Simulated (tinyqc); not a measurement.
# CMOS inverter, nodal equation and switching: what changes with what

An n-channel pull-down (bn, VTn) and a p-channel pull-up (bp, VTp) share the input Vin and the output node Vout, which carries the load C. Transistor (EKV form, voltages against the body): I = 2 n b Vt^2 [F(vp - Vs) - F(vp - Vd)] from drain to source, F(v) = ln^2(1 + exp(v/(2 Vt))), vp = (Vg - VT + sg |Vd - Vs|)/n. n-channel bodies are at 0; for the p-channel device all voltages are counted down from Vdd. b in uA/V^2 gives I in uA. Static: In = Ip. Transient: C dVout/dt = Ip - In. No velocity saturation, no gate capacitance beyond C.

Parameters, values chosen for the exercise:
```
symbol  value    unit                                  meaning
T         300       K                              temperature
Vdd       0.4       V                           supply voltage
n        1.33                                     slope factor
sg      0.036                   drain-induced barrier lowering
VTn      0.44       V                      n-channel threshold
VTp      0.26       V          p-channel threshold (magnitude)
bn        670  uA/V^2  gain factor of the pull-down transistor
bp        670  uA/V^2    gain factor of the pull-up transistor
C         1.8      fF                         load capacitance
```

Constants: q = 1.602176634e-19 C, kB = 1.380649e-23 J/K, Vt = kB T/q. Results are converted to the units shown.

Each table varies one quantity; the others keep the values above.

## Effect of the supply voltage

VM solves In = Ip with Vin = Vout; VIL and VIH are the inputs of gain -1, NML = VIL - Vout(VIH), NMH = Vout(VIL) - VIH. For a step input the delay to Vdd/2 is tHL = C times the integral of dV/(In - Ip) from Vdd/2 to Vdd at Vin = Vdd, and tLH likewise with Ip - In from 0 to Vdd/2 at Vin = 0.

Result of one run:

| Vdd (V) | VM (V) | gain at VM | NML (V) | NMH (V) | tHL (ps) | tLH (ps) |
|---|---|---|---|---|---|---|
| 0.4 | 0.2866 | -21.81 | 0.2525 | 0.07252 | 1198 | 57.26 |

What becomes of these results when the supply voltage Vdd is changed from 0.4 to 0.8 V, all else the same?

Result of the changed run:

| Vdd (V) | VM (V) | gain at VM | NML (V) | NMH (V) | tHL (ps) | tLH (ps) |
|---|---|---|---|---|---|---|
| 0.8 | 0.4869 | -27.76 | 0.4245 | 0.2445 | 19.61 | 9.074 |

The whole series:

| Vdd (V) | VM (V) | gain at VM | NML (V) | NMH (V) | tHL (ps) | tLH (ps) |
|---|---|---|---|---|---|---|
| 0.3 | 0.2353 | -10.04 | 0.2053 | 0.02526 | 1.240e4 | 186.8 |
| 0.4 | 0.2866 | -21.81 | 0.2525 | 0.07252 | 1198 | 57.26 |
| 0.5 | 0.3368 | -26.52 | 0.2989 | 0.1189 | 203.3 | 27.46 |
| 0.6 | 0.3869 | -27.52 | 0.3435 | 0.1635 | 65.27 | 16.88 |
| 0.8 | 0.4869 | -27.76 | 0.4245 | 0.2445 | 19.61 | 9.074 |
| 1 | 0.5869 | -27.77 | 0.4923 | 0.3123 | 10.37 | 6.086 |
| 1.2 | 0.6869 | -27.78 | 0.5512 | 0.3712 | 6.831 | 4.548 |

As Vdd goes from 0.3 to 1.2 V, VM rises from 0.235 to 0.687 V, the size of the gain rises from 10.0 to 27.8, tHL falls from 12400 to 6.83 ps and tLH falls from 187 to 4.55 ps. The smaller margin is largest, 0.371 V, at Vdd = 1.2 V among the rows. For Vdd = 0.8 to 1.2 V the overdrive passes 0.5 V, where velocity saturation, left out here, would lengthen the delays of short devices. For Vdd = 0.3 to 0.4 V the supply is below a threshold, where mismatch, left out here, dominates margins and delay.

## Energy per operation against supply voltage

A chain of 50 such gates sets the cycle time tc = 50 (tHL + tLH)/2; per gate and cycle the switching energy is 0.05 C Vdd^2 and the leakage energy Vdd Ileak tc, Ileak the mean supply current at Vin = 0 and Vdd.

Energy per operation against supply voltage:

| Vdd (V) | tc (ns) | switching (aJ) | leakage (aJ) | total (aJ) |
|---|---|---|---|---|
| 0.2 | 6289 | 3.600 | 457.0 | 460.6 |
| 0.25 | 1172 | 5.625 | 114.9 | 120.5 |
| 0.3 | 314.7 | 8.100 | 39.13 | 47.23 |
| 0.35 | 93.86 | 11.03 | 14.35 | 25.38 |
| 0.4 | 31.37 | 14.40 | 5.776 | 20.18 |
| 0.5 | 5.770 | 22.50 | 1.472 | 23.97 |
| 0.6 | 2.054 | 32.40 | 0.6972 | 33.10 |
| 0.8 | 0.7171 | 57.60 | 0.3989 | 58.00 |
| 1 | 0.4115 | 90.00 | 0.3514 | 90.35 |

The total energy goes from 461 through a minimum of 20.2 (at Vdd = 0.4 V among the rows listed) to 90.4 aJ, while the cycle time falls from 6290 to 0.411 ns. Leakage makes up 99 % of the total in the first row and 0.39 % in the last. Below threshold the cycle lengthens exponentially and leakage flows for all of it, hence the minimum. Lower supplies are left out, since the output no longer swings to within 20 % of both rails. For Vdd = 0.8 to 1 V the overdrive passes 0.5 V, where velocity saturation, left out here, would lengthen the delays of short devices. For Vdd = 0.2 to 0.4 V the supply is below a threshold, where mismatch, left out here, dominates margins and delay.

## Effect of the slope factor

Same model as above.

Result of one run:

| n | VM (V) | gain at VM | NML (V) | NMH (V) | tHL (ps) | tLH (ps) |
|---|---|---|---|---|---|---|
| 1 | 0.2867 | -23.32 | 0.2577 | 0.07769 | 1989 | 45.69 |

What becomes of these results when the slope factor n is changed from 1 to 1.2, all else the same?

Result of the changed run:

| n | VM (V) | gain at VM | NML (V) | NMH (V) | tHL (ps) | tLH (ps) |
|---|---|---|---|---|---|---|
| 1.2 | 0.2867 | -22.41 | 0.2545 | 0.07449 | 1426 | 53.04 |

The whole series:

| n | VM (V) | gain at VM | NML (V) | NMH (V) | tHL (ps) | tLH (ps) |
|---|---|---|---|---|---|---|
| 1 | 0.2867 | -23.32 | 0.2577 | 0.07769 | 1989 | 45.69 |
| 1.1 | 0.2867 | -22.87 | 0.2561 | 0.07606 | 1665 | 49.49 |
| 1.2 | 0.2867 | -22.41 | 0.2545 | 0.07449 | 1426 | 53.04 |
| 1.3 | 0.2866 | -21.95 | 0.2530 | 0.07297 | 1244 | 56.33 |
| 1.4 | 0.2866 | -21.49 | 0.2515 | 0.07149 | 1101 | 59.35 |
| 1.5 | 0.2866 | -21.04 | 0.2501 | 0.07006 | 986.9 | 62.11 |
| 1.6 | 0.2866 | -20.59 | 0.2487 | 0.06868 | 893.5 | 64.62 |

As n goes from 1 to 1.6, VM stays near 0.287 V, the size of the gain falls from 23.3 to 20.6, tHL falls from 1990 to 894 ps and tLH rises from 45.7 to 64.6 ps. The smaller margin is largest, 0.0777 V, at n = 1 among the rows. In every row the supply is below a threshold, where mismatch, left out here, dominates margins and delay.

tinyqc, about 0.03 s, one thread, Intel Xeon 2.30GHz (shared host): `OMP_NUM_THREADS=1 python tinyqc.py 2340084 2340085 out.jsonl`
